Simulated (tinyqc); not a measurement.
Loss and coupling from a measured resonance.

Problem. An all-pass ring of radius Rr has F = FSR/FWHM = pi sqrt(a t)/(1 - a t) and Tmin = (a - t)^2/(1 - a t)^2; it is known to be overcoupled (t < a). a = 10^(-al L/20), L = 2 pi Rr, k2 = 1 - t^2, FSR = lam^2/(ng L). Find ng, al and k2.

Inputs (values chosen for the exercise): cold resonance wavelength lam = 1310 nm; ring radius Rr = 10 um.

FSR = 6.743846860 nm
FWHM = 22.74157322 pm
Tmin (linear) = 0.1094531566

Answer. The finesse gives the product a t, Tmin the difference |a - t|; the spectrum alone cannot tell which is which.

ng = 4.05
al = 4.90 dB/cm
k2 = 0.0140

Program tinyqc, `OMP_NUM_THREADS=1 python tinyqc.py 2650004 2650005 out.jsonl`; Intel Xeon 2.30GHz, shared host, one thread, about 0.01 s.
